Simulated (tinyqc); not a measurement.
Ellipsometry and reflectance of a transparent film on an absorbing substrate: one step of the calculation.

Air (index 1), film, substrate with N2 = n2 - i k2; time factor exp(+i w t). q_j = sqrt(N_j^2 - sin^2 th), root with positive real part. Fresnel coefficients r_s = (q_a - q_b)/(q_a + q_b), r_p = (N_b^2 q_a - N_a^2 q_b)/(N_b^2 q_a + N_a^2 q_b). tan(Psi) exp(i Delta) = R_p/R_s, Delta taken from 0 to 360 degrees.

Problem. Psi, Delta and reflectances. beta = 2 pi d q1/lam, X = exp(-2 i beta), R = (r01 + r12 X)/(1 + r01 r12 X) for p and s.

Parameters, values chosen for the exercise: wavelength lam = 546.1 nm; film thickness d = 13 nm.

q1 = 1.1082359
r01,p = -0.21098037
r01,s = -0.52833136
r12,p = 0.37578234-0.00307581i
r12,s = -0.56410880+0.00273069i

Wanted: beta; X; R_p; R_s; Psi; Delta; |R_p|^2; |R_s|^2.

Solution.

beta = 0.1658 rad
X = 0.9455-0.3255i
R_p = 0.1509-0.1396i
R_s = -0.8342+0.0813i
Psi = 13.79 degrees
Delta = 142.8 degrees
|R_p|^2 = 0.04228
|R_s|^2 = 0.7024

The bare substrate gives Psi = 12.01 and Delta = 178.97 degrees.

Numbers from tinyqc (`OMP_NUM_THREADS=1 python tinyqc.py 2870186 2870187 out.jsonl`; about 0.01 s on one thread of a shared Intel Xeon 2.30GHz).
